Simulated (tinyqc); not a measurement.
Six-transistor SRAM cell, nodal equations and margins: one step of the calculation.

Two cross-coupled inverters (pull-down bn, pull-up bp) hold the nodes Q and QB; access transistors (ba, threshold VTn, gate on the word line at Vdd when selected) join them to the bit lines. Transistor (EKV form, voltages against the body): I = 2 n b Vt^2 [F(vp - Vs) - F(vp - Vd)] from drain to source, F(v) = ln^2(1 + exp(v/(2 Vt))), vp = (Vg - VT + sg |Vd - Vs|)/n. n-channel bodies are at 0; for the p-channel device all voltages are counted down from Vdd. b in uA/V^2 gives I in uA. For an access transistor the bit line is the drain and the node the source. In a read both bit lines are at Vdd. The cell is symmetric (no mismatch).

Task. Node voltages in a read by Newton steps. F1 = In(gate QB, drain Q) - Ip(gate QB, drain Q) - Ia(bit line, Q), F2 the same with Q and QB exchanged; J by central differences with +/- 1e-6 V; solve J d = -F, limit each component to +/- 0.15 V and add.

Inputs (values chosen for the exercise):
- T = 325 K (temperature)
- Vdd = 0.5 V (supply voltage)
- n = 1.11 (slope factor)
- sg = 0.113 (drain-induced barrier lowering)
- VTn = 0.43 V (n-channel threshold)
- VTp = 0.29 V (p-channel threshold (magnitude))
- bn = 610 uA/V^2 (gain factor of the pull-down transistor)
- ba = 410 uA/V^2 (gain factor of the access transistor)
- bp = 250 uA/V^2 (gain factor of the pull-up transistor)

Constants: q = 1.602176634e-19 C, kB = 1.380649e-23 J/K, Vt = kB T/q. Results are converted to the units shown.

(Q, QB) at the start (V): Q 0.00000000, QB 0.50000000

Wanted: F1, F2; J; (Q, QB) after iteration 1.

Result.

F1, F2 (uA): [-3.3233, 0.0000]

J (uS):
```
         Q      QB
F1  93.878   0.007
F2   0.000  51.272
```

(Q, QB) after iteration 1 (V): Q 0.03540, QB 0.50000

Program tinyqc, `OMP_NUM_THREADS=1 python tinyqc.py 2340154 2340155 out.jsonl`; Intel Xeon 2.30GHz, shared host, one thread, about 0.2 s.
